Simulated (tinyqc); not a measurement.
Finite line against the semi-infinite law: electromigration in a confined line: Blech product, Korhonen stress evolution and Black's law. Computed by tinyqc, a small Python program. Command: `OMP_NUM_THREADS=1 python tinyqc.py 3015079 3015080 out.jsonl emigr walk`. One thread of a shared host (Intel(R) Xeon(R) Processor @ 2.30GHz), about 0.01 s of CPU time with the checks.

The electron wind pushes atoms from the cathode (x = 0) to the anode (x = L); blocking ends build a back stress (tension positive). The input rho is taken not to change with temperature. d sigma/dt = d/dx [kappa (d sigma/dx + G)], with zero flux at both ends and sigma = sigma_0 at t = 0.

Inputs (values chosen for the exercise, close to those used for ruthenium lines):
```
quantity                      value          unit
resistivity rho                12.4  micro-ohm cm
atomic volume Omega            13.6    angstrom^3
effective charge number Z*      1.1             -
prefactor D0                6.7e-07         m^2/s
activation energy E            1.37            eV
effective modulus B              71           GPa
critical stress sigma_c         450           MPa
initial stress sigma_0          240           MPa
current density j              0.56       MA/cm^2
line length L                    28            um
test temperature T              240             C
```

Start: thermal stress.

Constants: e = 1.602176634e-19 C; k_B = 8.617333262e-05 eV/K; k_B = 1.380649e-23 J/K.

Method:
- G = Z* e rho j/Omega; D = D0 exp(-E/(k_B T)); kappa = D B Omega/(k_B T); drift velocity of an unconfined line v = D Z* e rho j/(k_B T). SI: 1 micro-ohm cm = 1e-8 ohm m, 1 MA/cm^2 = 1e10 A/m^2.
- Temperatures in kelvin are T(C) + 273.15.
- At steady state sigma(x) = sigma_0 + G (L/2 - x). A void forms only if the cathode stress reaches sigma_c, that is if j L exceeds (j L)_c = 2 Omega (sigma_c - sigma_0)/(Z* e rho). Time scale tau = L^2/kappa.
- sigma(x, t) = sigma_0 + G L [1/2 - x/L - 4 sum_(m odd) cos(m pi x/L) exp(-m^2 pi^2 s)/(m pi)^2], s = t/tau, summed to m = 399.
- Semi-infinite line: sigma(0, t) = sigma_0 + 2 G L sqrt(s/pi). One-term form: keep m = 1 alone.

tau = 68013.0 h

stress gradient G = 8.99858 MPa/um

Cathode stress (MPa):
```
s           t (h)  full series  semi-infinite  one term
0.002  1.3603e+02       252.71         252.71    265.86
0.005  3.4006e+02       260.10         260.10    268.78
0.01   6.8013e+02       268.43         268.43    273.46
0.02   1.3603e+03       280.21         280.21    282.16
0.05   3.4006e+03       303.51         303.57    303.64
0.1    6.8013e+03       327.92         329.91    327.92
0.2    1.3603e+04       351.80         367.15    351.80
0.4    2.7205e+04       364.01         419.81    364.01
0.8    5.4410e+04       365.94         494.29    365.94
```

What follows from these numbers?

Among these rows the semi-infinite law holds to 1 % up to s = 0.1 and the one-term form from s = 0.02 on: the far end is felt once sqrt(kappa t) is no longer small against L, and by then the terms with m > 1 have nearly died out. The critical stress 450 MPa is not reached in these rows.
